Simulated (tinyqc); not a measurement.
Hueckel theory of the pi electrons, for the molecule Fc1cccc(-c2ccccc2)c1 (SMILES; centres numbered as the heavy atoms are written), step by step. Computed by tinyqc, a small Python program that keeps every step. Settings: charge = 0. Command: `OMP_NUM_THREADS=1 python tinyqc.py 25645 25646 out.jsonl` (the two numbers bound the seeds that draw the settings). One thread of a shared host (Intel(R) Xeon(R) Processor @ 2.60GHz), about 0.01 s of CPU time with the checks.

## The Hueckel matrix

Centres:
```
centre,"z_r, pi electrons of the neutral centre",h
1F,2,3.000000
2C,1,0.000000
3C,1,0.000000
4C,1,0.000000
5C,1,0.000000
6C,1,0.000000
7C,1,0.000000
8C,1,0.000000
9C,1,0.000000
10C,1,0.000000
11C,1,0.000000
12C,1,0.000000
13C,1,0.000000
```

Bonds:
```
i,j,k
1,2,0.700000
2,3,1
3,4,1
4,5,1
5,6,1
6,7,1
7,8,1
8,9,1
9,10,1
10,11,1
11,12,1
6,13,1
13,2,1
12,7,1
```

H_rr = alpha + h_r beta, H_rs = k_rs beta for bonded centres.

Hueckel matrix in units of beta (H = alpha + beta A), lower triangle:
```
,1F,2C,3C,4C,5C,6C,7C,8C,9C,10C,11C,12C,13C
1F,3.000000
2C,0.700000,0.000000
3C,0.000000,1.000000,0.000000
4C,0.000000,0.000000,1.000000,0.000000
5C,0.000000,0.000000,0.000000,1.000000,0.000000
6C,0.000000,0.000000,0.000000,0.000000,1.000000,0.000000
7C,0.000000,0.000000,0.000000,0.000000,0.000000,1.000000,0.000000
8C,0.000000,0.000000,0.000000,0.000000,0.000000,0.000000,1.000000,0.000000
9C,0.000000,0.000000,0.000000,0.000000,0.000000,0.000000,0.000000,1.000000,0.000000
10C,0.000000,0.000000,0.000000,0.000000,0.000000,0.000000,0.000000,0.000000,1.000000,0.000000
11C,0.000000,0.000000,0.000000,0.000000,0.000000,0.000000,0.000000,0.000000,0.000000,1.000000,0.000000
12C,0.000000,0.000000,0.000000,0.000000,0.000000,0.000000,1.000000,0.000000,0.000000,0.000000,1.000000,0.000000
13C,0.000000,1.000000,0.000000,0.000000,0.000000,1.000000,0.000000,0.000000,0.000000,0.000000,0.000000,0.000000,0.000000
```

## Orbitals

pi electrons, sum of z_r less the charge = 14

Diagonalise; E = alpha + x beta with beta < 0, so the largest x are filled first; degenerate levels share their electrons. P = sum n_i c_ri c_si; each orbital has its largest coefficient positive (the first on a tie).

x values: 3.197843  2.258947  1.855086  1.298096  1.000000  0.939811  0.699544  -0.706961  -1.000000  -1.029797  -1.327779  -1.902062  -2.282727

occupations: 2.000000  2.000000  2.000000  2.000000  2.000000  2.000000  2.000000  0.000000  0.000000  0.000000  0.000000  0.000000  0.000000

coefficients:
```
,MO1,MO2,MO3,MO4,MO5,MO6,MO7,MO8,MO9,MO10,MO11,MO12,MO13
1F,0.951044,-0.131575,0.157677,-0.094435,0.000000,-0.168082,-0.051580,0.023789,0.000000,0.084608,-0.050986,0.048114,-0.029529
2C,0.268796,0.139292,-0.257894,0.229599,0.000000,0.494687,0.169509,-0.125979,0.000000,-0.487078,0.315220,-0.336942,0.222851
3C,0.095954,0.145773,-0.323251,0.450243,0.000000,0.045008,0.413921,0.389688,0.000000,-0.033280,-0.428032,0.341425,-0.190341
4C,0.038051,0.190002,-0.341763,0.354859,0.000000,-0.452388,0.120047,-0.149515,0.000000,0.521350,0.253112,-0.312471,0.211646
5C,0.025725,0.283431,-0.310750,0.010399,0.000000,-0.470168,-0.329943,-0.283987,0.000000,-0.503604,0.091955,0.252913,-0.292788
6C,0.044216,0.450254,-0.234704,-0.341361,0.000000,0.010520,-0.350857,0.350282,0.000000,-0.002740,-0.375208,-0.168586,0.456710
7C,0.017787,0.472686,0.140893,-0.367421,0.000000,-0.057508,0.343740,0.353628,0.000000,0.030780,0.361060,-0.198031,-0.452059
8C,0.006332,0.308759,0.248036,-0.067793,0.500000,-0.032283,0.295659,-0.300142,0.500000,-0.014479,-0.052100,0.272627,0.287609
9C,0.002461,0.224785,0.319236,0.279419,0.500000,0.027168,-0.136913,-0.141440,-0.500000,-0.015870,-0.291883,-0.320522,-0.204474
10C,0.001539,0.199017,0.344173,0.430506,0.000000,0.057816,-0.391436,0.400134,0.000000,0.030822,0.439656,0.337025,0.179149
11C,0.002461,0.224785,0.319236,0.279419,-0.500000,0.027168,-0.136913,-0.141440,0.500000,-0.015870,-0.291883,-0.320522,-0.204474
12C,0.006332,0.308759,0.248036,-0.067793,-0.500000,-0.032283,0.295659,-0.300142,-0.500000,-0.014479,-0.052100,0.272627,0.287609
13C,0.097882,0.260983,-0.265539,-0.086097,0.000000,0.537562,-0.259236,-0.317278,0.000000,0.475645,0.045179,0.265779,-0.297697
```

charge and bond-order matrix P, lower triangle:
```
,1F,2C,3C,4C,5C,6C,7C,8C,9C,10C,11C,12C,13C
1F,1.972978
2C,0.166144,0.968656
3C,-0.100652,0.650531,1.022046
4C,-0.012729,0.005732,0.661850,0.998685
5C,0.066477,-0.319183,-0.017630,0.675628,1.015177
6C,-0.011267,0.004970,-0.305406,-0.001137,0.617910,0.999016
7C,0.007142,-0.040508,-0.001335,-0.041531,0.000905,0.369524,1.000123
8C,0.002169,-0.001352,0.111683,0.000353,-0.144959,0.000307,0.618801,0.999893
9C,-0.001581,0.008058,0.000337,0.008256,-0.000245,-0.041334,-0.000030,0.676605,1.000008
10C,-0.001272,0.000935,-0.095369,-0.000261,0.111881,-0.000229,-0.306924,0.000085,0.660134,0.999930
11C,-0.001581,0.008058,0.000337,0.008256,-0.000245,-0.041334,-0.000030,-0.323395,0.000008,0.660134,1.000008
12C,0.002169,-0.001352,0.111683,0.000353,-0.144959,0.000307,0.618801,-0.000107,-0.323395,0.000085,0.676605,0.999893
13C,-0.103942,0.666718,0.022798,-0.321592,-0.018203,0.620319,-0.001398,-0.145651,0.000353,0.112376,0.000353,-0.145651,1.023587
```

## Energy, charges, bond orders

E = sum n x; q_r = z_r - P_rr; bond order p = P_rs; free valence = sqrt(3) - sum of p over the bonds of the atom.

pi energy = 14 alpha + this times beta = 22.498653

pi charges: 1F 0.027022, 2C 0.031344, 3C -0.022046, 4C 0.001315, 5C -0.015177, 6C 0.000984, 7C -0.000123, 8C 0.000107, 9C -0.000008, 10C 0.000070, 11C -0.000008, 12C 0.000107, 13C -0.023587

Bond orders and lengths from R = 1.517 - 0.180 p (angstrom, C-C alone):
```
bond,p,R
1-2,0.166144,-
2-3,0.650531,1.399904
3-4,0.661850,1.397867
4-5,0.675628,1.395387
5-6,0.617910,1.405776
6-7,0.369524,1.450486
7-8,0.618801,1.405616
8-9,0.676605,1.395211
9-10,0.660134,1.398176
10-11,0.660134,1.398176
11-12,0.676605,1.395211
6-13,0.620319,1.405343
13-2,0.666718,1.396991
12-7,0.618801,1.405616
```

free valence of the carbons: 2C 0.248658, 3C 0.419670, 4C 0.394573, 5C 0.438513, 6C 0.124298, 7C 0.124926, 8C 0.436645, 9C 0.395312, 10C 0.411783, 11C 0.395312, 12C 0.436645, 13C 0.445014

gap between the highest filled and the next level = 1.406505 |beta|
